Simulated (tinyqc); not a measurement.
Hueckel theory of the pi electrons, for the molecule Clc1cccc2ocnc12 (SMILES; centres numbered as the heavy atoms are written), step by step. One step of it, computed by the program tinyqc.

Question. Orbitals. Diagonalise; E = alpha + x beta with beta < 0, so the largest x are filled first; degenerate levels share their electrons. P = sum n_i c_ri c_si; each orbital has its largest coefficient positive (the first on a tie).

Hueckel matrix in units of beta (H = alpha + beta A), order 1Cl, 2C, 3C, 4C, 5C, 6C, 7O, 8C, 9N, 10C:
```
[[2.000000, 0.400000, 0.000000, 0.000000, 0.000000, 0.000000, 0.000000, 0.000000, 0.000000, 0.000000],
 [0.400000, 0.000000, 1.000000, 0.000000, 0.000000, 0.000000, 0.000000, 0.000000, 0.000000, 1.000000],
 [0.000000, 1.000000, 0.000000, 1.000000, 0.000000, 0.000000, 0.000000, 0.000000, 0.000000, 0.000000],
 [0.000000, 0.000000, 1.000000, 0.000000, 1.000000, 0.000000, 0.000000, 0.000000, 0.000000, 0.000000],
 [0.000000, 0.000000, 0.000000, 1.000000, 0.000000, 1.000000, 0.000000, 0.000000, 0.000000, 0.000000],
 [0.000000, 0.000000, 0.000000, 0.000000, 1.000000, 0.000000, 0.800000, 0.000000, 0.000000, 1.000000],
 [0.000000, 0.000000, 0.000000, 0.000000, 0.000000, 0.800000, 2.000000, 0.800000, 0.000000, 0.000000],
 [0.000000, 0.000000, 0.000000, 0.000000, 0.000000, 0.000000, 0.800000, 0.000000, 1.000000, 0.000000],
 [0.000000, 0.000000, 0.000000, 0.000000, 0.000000, 0.000000, 0.000000, 1.000000, 0.500000, 1.000000],
 [0.000000, 1.000000, 0.000000, 0.000000, 0.000000, 1.000000, 0.000000, 0.000000, 1.000000, 0.000000]]
```

pi electrons, sum of z_r less the charge = 12

Give: x values; occupations; coefficients; charge and bond-order matrix P.

Answer.

x values: [2.753, 2.168, 1.809, 1.508, 0.876, 0.698, -0.771, -1.091, -1.328, -2.122]

occupations: [2.000, 2.000, 2.000, 2.000, 2.000, 2.000, 0.000, 0.000, 0.000, 0.000]

coefficients, order 1Cl, 2C, 3C, 4C, 5C, 6C, 7O, 8C, 9N, 10C:
```
[[0.079, 0.820, 0.531, -0.030, -0.120, -0.132, -0.056, 0.053, 0.016, 0.039],
 [0.148, 0.344, -0.254, 0.037, 0.337, 0.428, 0.390, -0.407, -0.132, -0.402],
 [0.088, 0.220, -0.320, -0.254, 0.541, 0.004, -0.047, 0.545, -0.256, 0.345],
 [0.094, 0.132, -0.325, -0.420, 0.137, -0.426, -0.353, -0.188, 0.472, -0.331],
 [0.172, 0.067, -0.268, -0.379, -0.422, -0.301, 0.320, -0.340, -0.371, 0.356],
 [0.379, 0.013, -0.159, -0.152, -0.506, 0.216, 0.107, 0.559, 0.020, -0.426],
 [0.731, -0.297, 0.414, -0.215, 0.221, 0.130, -0.214, -0.184, -0.101, 0.068],
 [0.308, -0.076, 0.060, 0.284, 0.196, -0.427, 0.635, 0.152, 0.402, 0.077],
 [0.265, 0.074, -0.223, 0.600, -0.005, -0.402, -0.319, -0.019, -0.452, -0.217],
 [0.288, 0.199, -0.352, 0.321, -0.198, 0.348, -0.231, -0.122, 0.425, 0.492]]
```

charge and bond-order matrix P, order 1Cl, 2C, 3C, 4C, 5C, 6C, 7O, 8C, 9N, 10C:
```
[[1.985, 0.122, -0.082, -0.009, 0.056, -0.014, -0.007, 0.037, -0.003, -0.065],
 [0.122, 1.007, 0.690, -0.019, -0.337, 0.034, 0.045, -0.204, -0.061, 0.588],
 [-0.082, 0.690, 1.032, 0.641, -0.035, -0.294, 0.081, 0.047, -0.091, -0.011],
 [-0.009, -0.019, 0.641, 1.016, 0.683, -0.015, -0.080, 0.178, 0.051, -0.284],
 [0.056, -0.337, -0.035, 0.683, 1.036, 0.630, -0.111, -0.060, 0.011, 0.028],
 [-0.014, 0.034, -0.294, -0.015, 0.630, 0.990, 0.313, -0.256, -0.078, 0.588],
 [-0.007, 0.045, 0.081, -0.080, -0.111, 0.313, 1.811, 0.399, -0.206, -0.124],
 [0.037, -0.204, 0.047, 0.178, -0.060, -0.256, 0.399, 0.812, 0.807, -0.087],
 [-0.003, -0.061, -0.091, 0.051, 0.011, -0.078, -0.206, 0.807, 1.293, 0.447],
 [-0.065, 0.588, -0.011, -0.284, 0.028, 0.588, -0.124, -0.087, 0.447, 1.018]]
```
